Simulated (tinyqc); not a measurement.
Worked calculation: strained quantum well: band edges, subbands and transparency. Values are carried at full precision from step to step, so a last printed digit may differ when a step is redone from the rounded ones.

Growth on (001), barriers unstrained: tr(e) = e (2 - nu2), Z = b e (1 + nu2); Ec = Ev + Eg + ac tr(e), E_HH = Ev + av tr(e) + Z, E_LH = Ev + av tr(e) - Z (coupling to the split-off band left out).

Constants: hbar^2/2m0 = 3.80998211 eV angstrom^2; hc = 1239.841984 eV nm; kB = 8.617333262e-05 eV/K.

Inputs chosen for the exercise (near those of an InGaAs/InP well; shifted at random, so the results belong to these values and not to a real crystal): e = -0.0112 (strain in the plane); nu2 = 1.026 (2 C12/C11); Eg = 0.555 eV (unstrained gap of the well); Ev = -0.573 eV (its valence edge); ac = -5.71 eV; av = 1.05 eV (Ev moves by av tr(e)); b = -1.86 eV (shear potential); Egb = 1.355 eV (gap of the barrier); Evb = -0.94 eV (its valence edge); L = 46 angstrom (well width); me = 0.0364 m0 (electron mass); g1 = 16.09 (gamma1); g2 = 6.57 (gamma2); meb = 0.08 m0; g1b = 5.08; g2b = 1.6; T = 350 K (temperature); Br = 1.2 x 1e-4 cm^2/s (two-dimensional radiative coefficient).

## Strained band edges and offsets

Give tr(e), Z, the edges Ec, E_HH, E_LH and the well depths against the barrier.

tr(e) = -0.01091
Z = 0.0422 eV

Ec, E_HH, E_LH (eV): 0.0443  -0.5422  -0.6267

depths for e, HH, LH (eV): 0.3707  0.3978  0.3133

The well is under compression, which puts HH on top, by 84 meV; the gap becomes 0.5865 eV, +32 meV from the unstrained one.

## Subband edges

Masses along z: me, 1/(g1 - 2 g2) for HH, 1/(g1 + 2 g2) for LH, likewise in the barrier; in the plane me, 1/(g1 + g2) for HH and 1/(g1 - g2) for LH (no mixing, which understates the hole masses away from k = 0). Level n solves k L + 2 atan[(k/m)/(kappa/mb)] = n pi, k = sqrt(m E/c), kappa = sqrt(mb (V - E)/c), c = hbar^2/2m0.

Up to three electron, four HH and two LH levels, on the common energy scale, with their masses in the plane.

Subbands:
```
level   E (eV)  m in the plane
e1      0.1633          0.0364
hh1    -0.5738          0.0441
hh2    -0.6683          0.0441
lh1    -0.7227          0.1050
hh3    -0.8210          0.0441
```

lowest transition = 0.7371 eV
wavelength hc/E = 1682.0 nm

The top hole level is hh1, so the edge is mainly TE polarised; hh2 lies 94 meV lower.

## Transparency density

Transparency (Bernard-Duraffourg): Fc - Fv equals the lowest transition energy with n = p, n = sum m/(2 pi c) kB T ln(1 + exp((Fc - E)/kB T)) and p likewise over the listed subbands; c = hbar^2/2m0, 1/angstrom^2 = 1e16/cm^2.

Solve for u = (Fc - e1)/kB T; give n_tr, the share of holes in the top subband and the current e Br n_tr^2 (e = 1.602177e-19 C).

u = 0.189
n_tr = 0.363 x 1e12/cm^2
share = 0.924
current density = 2.5 A/cm^2

For mirror-image bands u = 0 and n_tr = me kB T ln2/(2 pi c) = 0.318 x 1e12/cm^2; the heavier or more numerous hole states raise it by a factor 1.14.

## Checks

- Transparency for equal single subbands against m kB T ln2/(2 pi c): both 0.3743.

Program tinyqc; command `OMP_NUM_THREADS=1 python tinyqc.py 1280516 1280517 out.jsonl`; about 0.01 s on one thread of a shared Intel(R) Xeon(R) Processor @ 2.30GHz.
